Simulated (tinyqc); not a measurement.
Sputter depth profiling of a dopant layer: erosion rate, quantification and the mixing-roughness response. From peak concentration back to beam energy E. Computed by tinyqc, a small Python program. Command: `OMP_NUM_THREADS=1 python tinyqc.py 3031707 3031708 out.jsonl sims inv`. One thread of a shared host (Intel(R) Xeon(R) Processor @ 2.30GHz), about 0.07 s of CPU time with the checks.

A rastered ion beam erodes silicon (49.94 atoms per nm^3). The measured profile is the true one convolved with a depth response.

Inputs (values chosen for the exercise, modelled on a dopant in silicon under an oxygen or caesium beam):

| quantity | value | unit |
|---|---|---|
| beam current | 130 | nA |
| raster side | 300 | um |
| sputter yield at 1 keV | 1.1 | - |
| mixing length at 1 keV | 2.1 | nm |
| roughness sigma | 0.56 | nm |
| depth of the layer z0 | 29 | nm |
| sheet density Q | 8.1e+13 | 1/cm^2 |
| relative sensitivity factor RSF | 4.3e+21 | 1/cm^3 |
| matrix count rate | 880000 | 1/s |
| background count rate | 2.7 | 1/s |
| counting time per point | 0.5 | s |
| level that defines the junction C_B | 6e+17 | 1/cm^3 |

True profile: delta layer.

Constants: e = 1.602176634e-19 C.

Method:
- Scaling chosen for the exercise: yield Y = Y1 E^0.5, mixing length w = w1 E^0.5 (E in keV).
- Erosion rate = Y I/(e x raster^2 x density); depth step = rate x counting time; concentration = RSF x counts/matrix counts; detection limit = RSF x 3 sqrt(background x time)/(matrix rate x time).
- Mixing alone turns a layer at z0 into (1/w) exp(-(z - z0 + w)/w) for z > z0 - w; roughness adds a Gaussian of width sigma. With x = z - z0 + w: g(x) = (1/(2w)) exp(sigma^2/(2 w^2) - x/w) erfc((sigma/w - x/sigma)/sqrt2), and its integral G(x) = (1/2) erfc(-x/(sigma sqrt2)) - w g(x). Measured: Q g(x), 1 nm = 1e-7 cm.
- Find the maximum, the full width at half maximum and the deep point where the profile falls to C_B; far down, the trailing edge decays by w ln(10) per decade.

Task: A run gave the result below. Find the beam energy E, known to lie between 1 and 1.8 keV.

peak concentration = 2.231242e+20 1/cm^3

Result:

Each step takes the trial c = (a f_b - b f_a)/(f_b - f_a), f being the result less the target and a, b, c the logarithms of the listed values; c replaces end b, the old b replaces a if the sign of f changed, and otherwise f_a is halved.

Scan of the range:

| beam energy E (keV) | peak concentration (1/cm^3) |
|---|---|
| 1.00 | 2.40020e+20 |
| 1.10 | 2.32676e+20 |
| 1.22 | 2.24826e+20 |
| 1.34 | 2.17834e+20 |
| 1.48 | 2.10559e+20 |
| 1.63 | 2.03626e+20 |
| 1.80 | 1.96643e+20 |

False position (Illinois rule, in the logarithm of the input) inside the bracket:

| step | end a | end b | trial | peak concentration (1/cm^3) |
|---|---|---|---|---|
| 1 | 1.22000 | 1.34000 | 1.24818 | 2.23113e+20 |
| 2 | 1.22000 | 1.24818 | 1.24782 | 2.23135e+20 |
| 3 | 1.24818 | 1.24782 | 1.24800 | 2.23124e+20 |

Peak concentration falls at every point of a 13-point scan of the range (every second point is shown), so one value fits; it is bracketed by 1.22 and 1.34. Answer: beam energy E = 1.248 keV.
